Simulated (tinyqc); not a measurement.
Worked calculation: valley splitting in a one-orbital chain of atomic planes (second-neighbour model). Values are carried at full precision from step to step, so a last printed digit may differ when a step is redone from the rounded ones.

Each (001) plane carries one orbital with energy e0, hopping v to the next plane and u to the second: E(phi) = e0 + 2 v cos(phi) + 2 u cos(2 phi), where phi = pi - k a/4 (the sign of every second orbital is chosen so that v > 0, which shifts the phase by pi). The minimum lies at cos(phi0) = -v/(4u), phi0 = pi - (pi/2) k0 for a valley at k0 (2 pi/a), and e0 puts it at zero. A slab of N planes has hard walls: the matrix simply ends.

Constants: hbar^2/2m0 = 3.80998211 eV angstrom^2.

Values chosen for the exercise (near those of the Delta valleys of silicon; abrupt walls in this chain split the valleys several times more than measured wells; shifted at random, so the results belong to these values and not to a real crystal): a = 5.427 angstrom (lattice constant; planes lie a/4 apart); k0 = 0.866 2 pi/a (position of the valley); ml = 0.904 m0 (longitudinal mass); N = 11 (planes in the small slab).

## Hoppings from the valley position and mass

The curvature at the minimum is d2E/dphi2 = 8 u sin^2(phi0) = (2c/ml)/(a/4)^2 with c = hbar^2/2m0; v = -4 u cos(phi0); e0 = 2u + v^2/(4u).

phi0 = 1.78128 rad
u = 0.59852 eV
v = 0.50021 eV
e0 = 1.30156 eV

## The bulk band

E at phi = j pi/10.

Band:
```
phi/pi  E (eV)
0.0     3.4990
0.1     3.2214
0.2     2.4808
0.3     1.5197
0.4     0.6423
0.5     0.1045
0.6     0.0240
0.7     0.3436
0.8     0.8621
0.9     1.3185
1.0     1.4982
```

## Hamiltonian of the slab

e0 on the diagonal, v and u on the first and second off-diagonals.

H (eV):
```
[[1.3016, 0.5002, 0.5985, 0, 0, 0, 0, 0, 0, 0, 0],
 [0.5002, 1.3016, 0.5002, 0.5985, 0, 0, 0, 0, 0, 0, 0],
 [0.5985, 0.5002, 1.3016, 0.5002, 0.5985, 0, 0, 0, 0, 0, 0],
 [0, 0.5985, 0.5002, 1.3016, 0.5002, 0.5985, 0, 0, 0, 0, 0],
 [0, 0, 0.5985, 0.5002, 1.3016, 0.5002, 0.5985, 0, 0, 0, 0],
 [0, 0, 0, 0.5985, 0.5002, 1.3016, 0.5002, 0.5985, 0, 0, 0],
 [0, 0, 0, 0, 0.5985, 0.5002, 1.3016, 0.5002, 0.5985, 0, 0],
 [0, 0, 0, 0, 0, 0.5985, 0.5002, 1.3016, 0.5002, 0.5985, 0],
 [0, 0, 0, 0, 0, 0, 0.5985, 0.5002, 1.3016, 0.5002, 0.5985],
 [0, 0, 0, 0, 0, 0, 0, 0.5985, 0.5002, 1.3016, 0.5002],
 [0, 0, 0, 0, 0, 0, 0, 0, 0.5985, 0.5002, 1.3016]]
```

## Levels and the valley doublet

Diagonalise H. The two lowest levels are the doublet made from the valleys at +k0 and -k0; give their splitting, the weights of the lowest state, and its parity under reversal of the planes.

levels (eV): [0.1136, 0.1523, 0.4251, 0.5665, 0.8685, 1.0628, 1.3911, 1.4362, 2.1459, 2.8329, 3.3222]

splitting = 38.64 meV

weights on the planes: [0.047, 0.038, 0.072, 0.185, 0.014, 0.285, 0.014, 0.185, 0.072, 0.038, 0.047]

parity of the lowest state: even

The mean of the doublet lies 0.1329 eV above the bulk minimum, and level 3 lies 0.2921 eV above that mean; the weights oscillate from plane to plane because the two valleys interfere.

## Checks

- Mean of the doublet for 400 planes against the effective-mass level with W = 402 a/4 (meV): both 0.1398.

Computed by tinyqc, a small Python program: `OMP_NUM_THREADS=1 python tinyqc.py 1451956 1451957 out.jsonl` (the numbers bound the seed that draws the inputs); one thread of a shared host (Intel(R) Xeon(R) Processor @ 2.30GHz), about 0.01 s for the whole set of steps.
